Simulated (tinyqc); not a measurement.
# Finnis-Sinclair potential for a bcc metal: fit to cohesion and elasticity, then vacancy, surfaces and structure, step by step

A worked calculation. Computed by tinyqc, a small Python program that keeps every step. Command: `OMP_NUM_THREADS=1 python tinyqc.py 3111960 3111961 out.jsonl fsfit walk`. One thread of a shared host (Intel(R) Xeon(R) Processor @ 2.30GHz), about 0.01 s of CPU time with the checks. Intermediate numbers are printed to about 5 digits and carried at full precision; extremes and crossings named in words are read from the listed rows.

E = (1/2) sum V(r) - A sqrt(rho), rho = sum phi(r), phi = (r - d)^2 for r < d, V = (r - c)^2 (c0 + c1 r + c2 r^2) for r < c. In bcc the 8 first neighbours lie at sqrt(3) a/2 and the 6 second at a; both cut-offs lie below the third shell; Omega = a^3/2; E is per atom and z the number of atoms in a shell. The four constants A, c0, c1, c2 are fitted to E_c, zero pressure, B and C12 - C44 alone, so C44 and C11 - C12 are not matched singly; defects are unrelaxed.

Inputs (values chosen for the exercise, modelled on vanadium):

| quantity | value | unit |
|---|---|---|
| lattice constant a | 3.04 | angstrom |
| cohesive energy E_c | 5.26 | eV |
| target C11 | 226 | GPa |
| target C12 | 118 | GPa |
| target C44 | 41.7 | GPa |
| density cut-off d/a | 1.197 | - |
| pair cut-off c/a | 1.265 | - |

Constants: 1 eV/angstrom^3 = 160.2176634 GPa; 1 eV/angstrom^2 = 16.02176634 J/m^2.

## Density sums and the constant A

rho = sum z phi, rho1 = sum z r phi', rho2 = sum z r^2 phi''. At zero pressure the effective pair part V + 2 F' phi obeys C12 = C44, so C12 - C44 = F'' (rho1/3)^2/Omega with F'' = A/(4 rho^(3/2)); this gives A.

rho = 10.251 angstrom^2

rho1 = -64.230 angstrom^2

rho2 = 221.7984 angstrom^2

A = 1.9159 eV/angstrom

## Three linear equations for c0, c1, c2

With v_k = (r - c)^2 r^k the rows are (1/2) sum z v_k, (1/2) sum z r v_k' and (1/2) sum z r^2 v_k''. With rho1 = sum z r phi' and rho2 = sum z r^2 phi'' the right-hand sides are: -E_c + A sqrt(rho) (cohesion); A rho1/(2 sqrt(rho)) (zero pressure); 9 B Omega + A [rho2/(2 sqrt(rho)) - rho1^2/(4 rho^(3/2))] with B = (C11 + 2 C12)/3.

matrix:
```
                  c0      c1       c2
cohesion        7.83   21.41    58.78
pressure      -40.24  -90.51  -195.30
bulk modulus  110.90   90.70  -237.10
```

right-hand side (eV): 0.87  -19.22  127.67

## Solution

Solve the three equations.

c0, c1, c2 (eV/angstrom^2, eV/angstrom^3, eV/angstrom^4): -1.4278  1.8900  -0.4833

## Elastic constants of the fitted potential

Second differences of E with strains of 1e-4: e_xx gives C11, (e_xx, e_yy) = (1, -1) gives 2 (C11 - C12), an engineering shear gives C44. B and C12 - C44 are fitted; the one combination left tests the choice of d.

C11 = 235.94 GPa

C12 = 113.03 GPa

C44 = 36.730 GPa

error of C44 = -11.918 %

error of C' = (C11 - C12)/2 = 13.805 %

C44 comes out low and C' high: with B and C12 - C44 fixed, C44 + 2 C'/3 is fixed too, so the two errors have opposite signs.

## Unrelaxed vacancy

E_v = -A sum_shells z [sqrt(rho - phi(r)) - sqrt(rho)] - (1/2) sum z V(r): the neighbours lose one bond each, and the atom is put back in the bulk.

V at the two shells (eV): 0.29107  -0.09674

phi at the two shells (angstrom^2): 1.0124  0.3587

vacancy energy E_v = 2.2617 eV

E_v/E_c = 0.42998

A pair potential would give E_v = E_c; the square root lowers the ratio to 0.43.

## Unrelaxed surfaces

An atom in layer i below the surface keeps only neighbours no higher than the top layer; gamma = sum_i (E_i + E_c)/(area per surface atom), with layer spacings a/2, a/sqrt2 and areas a^2, a^2/sqrt2 for (100) and (110).

Excess energy by layer (eV):

| face | layer 1 | layer 2 | layer 3 |
|---|---|---|---|
| (100) | 0.969269 | 0.156636 | 0 |
| (110) | 0.689799 | 0.000000 | 0 |

gamma(100) = 1.9519 J/m^2

gamma(110) = 1.6912 J/m^2

gamma(100)/gamma(110) = 1.15.

## bcc against fcc

E of each lattice against the volume per atom, as a multiple of Omega; all neighbours inside the cut-offs are summed.

Energies (eV/atom):

| V/Omega | bcc | fcc | fcc less bcc (meV) |
|---|---|---|---|
| 0.80 | -4.9561 | -4.8231 | 133.04 |
| 0.84 | -5.0697 | -4.8853 | 184.43 |
| 0.88 | -5.1554 | -4.9391 | 216.29 |
| 0.92 | -5.2146 | -4.9817 | 232.94 |
| 0.96 | -5.2489 | -5.0163 | 232.61 |
| 1.00 | -5.2600 | -5.0471 | 212.92 |
| 1.05 | -5.2437 | -5.0765 | 167.20 |
| 1.10 | -5.1968 | -5.0783 | 118.47 |
| 1.20 | -5.0240 | -5.0041 | 19.95 |

The lowest fcc row, at V/Omega = 1.1, lies +182 meV from the bcc minimum: the fit keeps bcc stable, though nothing in it asked for that.

Checks made by the program: B and C12 - C44 recovered (relative difference 4e-08).
